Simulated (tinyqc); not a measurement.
# Isotype n-N heterojunction, non-linear Poisson equation by Newton steps, Boltzmann statistics: effects of single changes

One dimension, material 1 (n-type) at x < 0 and material 2 (n-type) at x > 0. Band edges: Ec = -psi in material 1 and -psi + dEc in material 2, Ev = Ec - Eg. Equilibrium, Fermi level at 0. n = Nc F((EFn - Ec)/Vt), p = Nv F((Ev - EFp)/Vt), with F(eta) = exp(eta) (Boltzmann statistics); full ionisation, no interface charge, classical densities; the doping types are chosen for the exercise.

Values chosen for this exercise; band and dielectric values close to those of InP and In0.53Ga0.47As:
```
symbol,value,unit,meaning
T,350,K,temperature
Eg1,1.34,eV,band gap of material 1
er1,12.4,,relative permittivity of material 1
Nc1,7.08e17,cm^-3,conduction-band density of states of material 1
Nv1,1.37e19,cm^-3,valence-band density of states of material 1
Eg2,0.751,eV,band gap of material 2
er2,13.8,,relative permittivity of material 2
Nc2,2.68e17,cm^-3,conduction-band density of states of material 2
Nv2,9.64e18,cm^-3,valence-band density of states of material 2
dEc,-0.24,eV,conduction-band offset Ec2 - Ec1
N1,6.6e16,cm^-3,donor density of material 1
N2,2.7e16,cm^-3,donor density of material 2
V,0,V,bias of side 1 against side 2
```

Constants: q = 1.602176634e-19 C, kB = 1.380649e-23 J/K, Vt = kB T/q, eps0 = 8.8541878128e-14 F/cm where lengths are in cm. Results are converted to the units shown.

Each table varies one quantity; the others keep the values above.

## Effect of the donor density of material 1

Exact first integral: on each side D^2/(2 eps0 er) = G, G = q [Vt (nI_j - nI_b) + Vt (pI_j - pI_b) - C (psi_j - psi_b)], with C = +N1 or +N2, b the neutral end of that side, and nI, pI the densities themselves. D is continuous, so er1 G1(psi_j) = er2 G2(psi_j) fixes psi_j. Ends from Nc1 F(psi_L/Vt) = N1 and Nc2 F((V + psi_R - dEc)/Vt) = N2. D is counted positive when psi rises towards material 2.

Effect of the donor density of material 1:
```
N1 (cm^-3)  psi_R - psi_L (V)  psi_j - psi_L (V)  psi_R - psi_j (V)  D/q (cm^-2)  n_j in 1 (cm^-3)  n_j in 2 (cm^-3)
3.3e15                -0.1473            -0.1252           -0.02209    -6.573e10          5.195e13          5.617e16
5.6e15                -0.1633            -0.1344           -0.02885    -8.960e10          6.499e13          7.028e16
9.7e15                -0.1798            -0.1425           -0.03728    -1.224e11          8.594e13          9.293e16
1.7e16                -0.1967            -0.1494           -0.04738    -1.668e11          1.201e14          1.299e17
2.8e16                -0.2118            -0.1542           -0.05758    -2.183e11          1.685e14          1.822e17
4.8e16                -0.2281            -0.1583           -0.06977    -2.905e11          2.524e14          2.729e17
8.3e16                -0.2446            -0.1614           -0.08322    -3.865e11          3.942e14          4.263e17
1.4e17                -0.2603            -0.1635           -0.09687    -5.060e11          6.199e14          6.703e17
```

Read the table: what changes, and by how much?

As N1 goes from 3.3e15 to 1.4e17, the total bending falls from -0.147 to -0.260 V and the sheet charge D/q falls from -6.57e10 to -5.06e11 cm^-2; the share of the bending in material 1 falls from 85.0 to 62.8 %. In every row electrons move into material 2, which accumulates, while the other side depletes. For N1 = 9.7e15, 1.7e16, 2.8e16, 4.8e16, 8.3e16, 1.4e17 a density at the interface exceeds 0.3 of the band density of states, which Boltzmann statistics overestimate.

## Effect of the conduction-band offset Ec2 - Ec1

Same model as above.

Effect of the conduction-band offset Ec2 - Ec1:
```
dEc (eV)  psi_R - psi_L (V)  psi_j - psi_L (V)  psi_R - psi_j (V)  D/q (cm^-2)  n_j in 1 (cm^-3)  n_j in 2 (cm^-3)
-0.54               -0.5377            -0.4315            -0.1061    -6.025e11          4.035e10          9.112e17
-0.47               -0.4677            -0.3663            -0.1014    -5.514e11          3.512e11          7.786e17
-0.39               -0.3877            -0.2927           -0.09492    -4.874e11          4.021e12          6.283e17
-0.32               -0.3177            -0.2297           -0.08792    -4.249e11          3.247e13          4.982e17
-0.24               -0.2377            -0.1602           -0.07747    -3.431e11          3.258e14          3.523e17
-0.16               -0.1577           -0.09530           -0.06236    -2.451e11          2.801e15          2.134e17
-0.09              -0.08766           -0.04579           -0.04187    -1.418e11          1.446e16          1.082e17
-0.01             -0.007658          -0.003164          -0.004494    -1.204e10          5.943e16          3.134e16
0.06                0.06234            0.02042            0.04192     8.909e10          1.299e17          6.725e15
```

What does the table show?

As dEc goes from -0.54 to 0.06, the total bending rises from -0.538 to 0.0623 V and the sheet charge D/q rises from -6.03e11 to 8.91e10 cm^-2; the share of the bending in material 1 falls from 80.3 to 32.8 %. The alignment is staggered for dEc = 0.06 eV. The bending changes sign within the table: electrons move into material 1 where it is positive and into material 2 where it is negative. For dEc = -0.54, -0.47, -0.39, -0.32, -0.24, -0.16, -0.09 a density at the interface exceeds 0.3 of the band density of states, which Boltzmann statistics overestimate.

Numbers from tinyqc (`OMP_NUM_THREADS=1 python tinyqc.py 2040086 2040087 out.jsonl`; about 0.01 s on one thread of a shared Intel Xeon 2.30GHz).
